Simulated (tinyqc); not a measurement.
Inside a calculation. Method: MP2 on RHF in the sto-3g basis, frozen core, for BeH2, spin multiplicity 1. One step of it, computed by the program tinyqc.

Question. Second-order Moller-Plesset energy. E2 = sum_ijab (ia|jb) [2 (ia|jb) - (ib|ja)] / (e_i + e_j - e_a - e_b) over occupied i, j and virtual a, b; the opposite-spin part is (ia|jb)^2 / denominator, the rest is same-spin, and SCS-MP2 scales them by 6/5 and 1/3.

orbital energies (hartree): MO1 -4.529197, MO2 -0.428763, MO3 -0.387159, MO4 0.213856, MO5 0.213856, MO6 0.383554, MO7 0.760073

Two-electron integrals over orbitals (pq|rs), unique and non-zero (hartree); the lowest 1 orbital is frozen and left out:
```
(22|22) 0.386636    (32|22) -0.031750   (32|32) 0.154907    (33|22) 0.387189
(33|32) 0.026163    (33|33) 0.420810    (42|42) 0.047569    (43|42) 0.003031
(43|43) 0.013289    (44|22) 0.357641    (44|32) 0.000066    (44|33) 0.340678
(44|44) 0.449859    (52|52) 0.047569    (53|52) 0.003031    (53|53) 0.013289
(54|54) 0.024249    (55|22) 0.357641    (55|32) 0.000066    (55|33) 0.340678
(55|44) 0.401360    (55|55) 0.449859    (62|22) -0.018715   (62|32) 0.009564
(62|33) -0.040616   (62|44) 0.063109    (62|55) 0.063109    (62|62) 0.080872
(63|22) 0.016401    (63|32) -0.090319   (63|33) -0.020873   (63|44) 0.009174
(63|55) 0.009174    (63|62) 0.003947    (63|63) 0.086682    (64|42) 0.046555
(64|43) 0.004717    (64|64) 0.049778    (65|52) 0.046555    (65|53) 0.004717
(65|65) 0.049778    (66|22) 0.380276    (66|32) 0.005958    (66|33) 0.393855
(66|44) 0.356543    (66|55) 0.356543    (66|62) -0.028687   (66|63) -0.007833
(66|66) 0.398351    (72|22) 0.008813    (72|32) -0.039989   (72|33) -0.003901
(72|44) -0.007281   (72|55) -0.007281   (72|62) -0.013382   (72|63) 0.060804
(72|66) 0.000721    (72|72) 0.058000    (73|22) -0.000594   (73|32) 0.000810
(73|33) -0.017956   (73|44) 0.067148    (73|55) 0.067148    (73|62) 0.075857
(73|63) 0.013289    (73|66) -0.021513   (73|72) -0.006152   (73|73) 0.085001
(74|42) -0.002807   (74|43) 0.013202    (74|64) -0.001100   (74|74) 0.016905
(75|52) -0.002807   (75|53) 0.013202    (75|65) -0.001100   (75|75) 0.016905
(76|22) -0.026347   (76|32) 0.137935    (76|33) 0.026301    (76|44) -0.000352
(76|55) -0.000352   (76|62) 0.007451    (76|63) -0.091782   (76|66) 0.007539
(76|72) -0.049513   (76|73) -0.000783   (76|76) 0.137271    (77|22) 0.409296
(77|32) -0.010316   (77|33) 0.422574    (77|44) 0.381173    (77|55) 0.381173
(77|62) -0.023669   (77|63) 0.004412    (77|66) 0.416611    (77|72) 0.004982
(77|73) 0.000288    (77|76) -0.007268   (77|77) 0.463589
```

Hartree-Fock energy = -15.53169034 hartree

Give: Terms; Pair energies; MP2 correlation energy; SCS-MP2 correlation energy; MP2 total energy.

Answer.

Terms:
```
i  j  a  b  (ia|jb)  (ib|ja)  denominator       term
3  3  6  6   0.0867   0.0867      -1.5414    -0.0049
2  2  6  6   0.0809   0.0809      -1.6246    -0.0040
3  2  7  6   0.0759   0.0608      -1.9595    -0.0035
2  3  6  7   0.0759   0.0608      -1.9595    -0.0035
3  3  7  7   0.0850   0.0850      -2.2945    -0.0031
2  2  5  5   0.0476   0.0476      -1.2852    -0.0018
2  2  4  4   0.0476   0.0476      -1.2852    -0.0018
2  3  7  6   0.0608   0.0759      -1.9595    -0.0014
3  2  6  7   0.0608   0.0759      -1.9595    -0.0014
2  2  7  7   0.0580   0.0580      -2.3777    -0.0014
3  3  5  5   0.0133   0.0133      -1.2020  -1.47e-04
3  3  4  4   0.0133   0.0133      -1.2020  -1.47e-04
3  3  7  6   0.0133   0.0133      -1.9179  -9.21e-05
3  3  6  7   0.0133   0.0133      -1.9179  -9.21e-05
2  2  7  6  -0.0134  -0.0134      -2.0012  -8.95e-05
2  2  6  7  -0.0134  -0.0134      -2.0012  -8.95e-05
3  2  7  7  -0.0062  -0.0062      -2.3361  -1.62e-05
2  3  7  7  -0.0062  -0.0062      -2.3361  -1.62e-05
2  3  6  6   0.0039   0.0039      -1.5830  -9.84e-06
3  2  6  6   0.0039   0.0039      -1.5830  -9.84e-06
3  2  5  5   0.0030   0.0030      -1.2436  -7.39e-06
3  2  4  4   0.0030   0.0030      -1.2436  -7.39e-06
2  3  5  5   0.0030   0.0030      -1.2436  -7.39e-06
2  3  4  4   0.0030   0.0030      -1.2436  -7.39e-06
```

Pair energies (hartree; pair i-j sums ij and ji):
```
pair  opposite spin  same spin
2-2         -0.0091          0
3-2         -0.0097  -2.31e-04
3-3         -0.0085          0
```

MP2 correlation energy = -0.027602 hartree

SCS-MP2 correlation energy = -0.032922 hartree

MP2 total energy = -15.559292 hartree
